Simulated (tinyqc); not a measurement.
Plane-wave Kohn-Sham cycle with exchange-only LDA in a layered model solid, step by step. Computed by tinyqc, a small Python program that keeps every step. Settings: points = 16, plane-wave index or count = 3, electrons = 4, k points = 4, area = 20.0, mixing = 0.1, iteration cap = 54. Command: `OMP_NUM_THREADS=1 python tinyqc.py 30595 30596 out.jsonl` (the two numbers bound the seeds that draw the settings). One thread of a shared host (Intel(R) Xeon(R) Processor @ 2.60GHz), about 0.03 s of CPU time with the checks. Later iterations appear only in the table of the cycle.

## Iteration 1: potential

A solid whose potential varies along x alone (atomic units):
```
parameter                      value
period a                   14.900000
cross-section of the cell  20.000000
electrons per cell                 4
grid points                       16
plane waves -n..n, n               3
k points                           4
V1 in V1 cos(2 pi x/a)     -0.410000
```

density at the start, on the grid x_j = j a/N (e/bohr^3): 0.01342282  0.01342282  0.01342282  0.01342282  0.01342282  0.01342282  0.01342282  0.01342282  0.01342282  0.01342282  0.01342282  0.01342282  0.01342282  0.01342282  0.01342282  0.01342282

V_H(G) = 4 pi rho(G)/G^2 for G != 0 (uniform background); v_x = -(3 rho/pi)^(1/3); V = V_ext + V_H + v_x; Fourier components f(G_m) = (1/N) sum_j f(x_j) exp(-i G_m x_j).

Potentials on the grid (hartree):
```
x              V_ext       V_H        v_x          V
0.000000   -0.410000  0.000000  -0.234030  -0.644030
0.931250   -0.378791  0.000000  -0.234030  -0.612821
1.862500   -0.289914  0.000000  -0.234030  -0.523944
2.793750   -0.156900  0.000000  -0.234030  -0.390930
3.725000           0  0.000000  -0.234030  -0.234030
4.656250    0.156900  0.000000  -0.234030  -0.077130
5.587500    0.289914  0.000000  -0.234030   0.055884
6.518750    0.378791  0.000000  -0.234030   0.144761
7.450000    0.410000  0.000000  -0.234030   0.175970
8.381250    0.378791  0.000000  -0.234030   0.144761
9.312500    0.289914  0.000000  -0.234030   0.055884
10.243750   0.156900  0.000000  -0.234030  -0.077130
11.175000          0  0.000000  -0.234030  -0.234030
12.106250  -0.156900  0.000000  -0.234030  -0.390930
13.037500  -0.289914  0.000000  -0.234030  -0.523944
13.968750  -0.378791  0.000000  -0.234030  -0.612821
```

V(G_m), m = 0, 1, 2, ... (hartree): -0.234030  -0.205000  0.000000  0.000000  0.000000  0.000000  0.000000

## Iteration 1: Hamiltonian at one k

k = 0.125000 2 pi / a

H(m,m') = (k + G_m)^2/2 delta + V(G_m - G_m'), with V(-G) = V(G).

H (hartree), lower triangle:
```
           -3         -2         -1         +0         +1         +2        +3
-3   0.500878
-2  -0.205000   0.078549
-1   0.000000  -0.205000  -0.165957
+0   0.000000   0.000000  -0.205000  -0.232641
+1   0.000000   0.000000   0.000000  -0.205000  -0.121502
+2   0.000000   0.000000   0.000000   0.000000  -0.205000   0.167460
+3   0.000000   0.000000   0.000000   0.000000   0.000000  -0.205000  0.634245
```

## Iteration 1: levels at that k

Diagonalise the Hermitian matrix.

eigenvalues (hartree): -0.514793  -0.268752  -0.054587  0.146054  0.241269  0.593238  0.718604

## Iteration 1: new density

Motion across x is left out: the lowest 2 band(s) hold two electrons at each of the k points (j + 1/2)/nk - 1/2. Residual R = rho(out) - rho(in); rho(new) = rho(in) + 0.1 R. rho(out) = 2/(a A nk) sum |psi|^2 with psi = sum c exp(i G x). Harris energy E = band energy - dV sum rho (V_H/2 + v_x) + (3/4) dV sum rho v_x with rho(in), dV = a A/N, band energy = (2/nk) sum of the filled levels.

rho(out) (e/bohr^3): 0.02799512  0.03117781  0.03113011  0.02029921  0.00808114  0.00209835  0.00046163  0.00011591  0.00004166  0.00011591  0.00046163  0.00209835  0.00808114  0.02029921  0.03113011  0.03117781

density after iteration 1 (e/bohr^3): 0.01488005  0.01519832  0.01519355  0.01411046  0.01288865  0.01229037  0.01212670  0.01209213  0.01208470  0.01209213  0.01212670  0.01229037  0.01288865  0.01411046  0.01519355  0.01519832

energy per cell = -1.33293476 hartree

## Iteration 2: potential

As before.

Potentials on the grid (hartree):
```
x              V_ext        V_H        v_x          V
0.000000   -0.410000   0.127668  -0.242210  -0.524542
0.931250   -0.378791   0.119375  -0.243925  -0.503340
1.862500   -0.289914   0.092044  -0.243899  -0.441769
2.793750   -0.156900   0.046501  -0.237960  -0.348359
3.725000           0  -0.006431  -0.230884  -0.237315
4.656250    0.156900  -0.054164  -0.227254  -0.124518
5.587500    0.289914  -0.089948  -0.226241  -0.026275
6.518750    0.378791  -0.111713  -0.226026   0.041052
7.450000    0.410000  -0.118998  -0.225980   0.065023
8.381250    0.378791  -0.111713  -0.226026   0.041052
9.312500    0.289914  -0.089948  -0.226241  -0.026275
10.243750   0.156900  -0.054164  -0.227254  -0.124518
11.175000          0  -0.006431  -0.230884  -0.237315
12.106250  -0.156900   0.046501  -0.237960  -0.348359
13.037500  -0.289914   0.092044  -0.243899  -0.441769
13.968750  -0.378791   0.119375  -0.243925  -0.503340
```

V(G_m), m = 0, 1, 2, ... (hartree): -0.233785  -0.147149  0.001880  -0.000314  0.000121  0.000068  0.000009

## Iteration 2: Hamiltonian at one k

k = 0.125000 2 pi / a

As before.

H (hartree), lower triangle:
```
           -3         -2         -1         +0         +1         +2        +3
-3   0.501122
-2  -0.147149   0.078794
-1   0.001880  -0.147149  -0.165713
+0  -0.000314   0.001880  -0.147149  -0.232396
+1   0.000121  -0.000314   0.001880  -0.147149  -0.121257
+2   0.000068   0.000121  -0.000314   0.001880  -0.147149   0.167705
+3   0.000009   0.000068   0.000121  -0.000314   0.001880  -0.147149  0.634489
```

## Iteration 2: levels at that k

As before.

eigenvalues (hartree): -0.418091  -0.216301  -0.053521  0.119153  0.201420  0.550605  0.679480

## Iteration 2: new density

As before.

rho(out) (e/bohr^3): 0.02556605  0.02812036  0.02895412  0.02135647  0.01071159  0.00387080  0.00115968  0.00034365  0.00016571  0.00034365  0.00115968  0.00387080  0.01071159  0.02135647  0.02895412  0.02812036

density after iteration 2 (e/bohr^3): 0.01594865  0.01649052  0.01656961  0.01483506  0.01267095  0.01144842  0.01103000  0.01091728  0.01089280  0.01091728  0.01103000  0.01144842  0.01267095  0.01483506  0.01656961  0.01649052

energy per cell = -1.05253640 hartree

## Convergence

Stop when sqrt(dV sum R^2) is below 1e-8, dV = a A/N.

Course of the cycle:
```
iteration  E (hartree)  norm of the residual
1          -1.33293476              2.26e-01
2          -1.05253640              1.80e-01
3          -0.87678789              1.33e-01
4          -0.78721452              8.42e-02
5          -0.75616004              4.27e-02
6          -0.74999437              2.03e-02
7          -0.74917871              1.29e-02
8          -0.74903798              1.02e-02
9          -0.74898451              8.67e-03
10         -0.74895326              7.50e-03
11         -0.74893295              6.55e-03
...                ...                   ...
44         -0.74888360              1.55e-04
45         -0.74888359              1.39e-04
46         -0.74888359              1.24e-04
47         -0.74888359              1.11e-04
48         -0.74888359              9.94e-05
49         -0.74888358              8.89e-05
50         -0.74888358              7.95e-05
51         -0.74888358              7.11e-05
52         -0.74888358              6.36e-05
53         -0.74888358              5.69e-05
54         -0.74888358              5.09e-05
```

Not converged within 54 iterations: the residual falls steadily but slowly, by a factor of about 0.89 a step. Reruns (cap 100 unless said): mixing 0.5, Kerker q0 1.0: converged in 45 (E = -0.74888); mixing 0.3, Pulay depth 5: converged in 18 (E = -0.74888); the original settings with a cap of 400: converged in 131 (E = -0.74888).
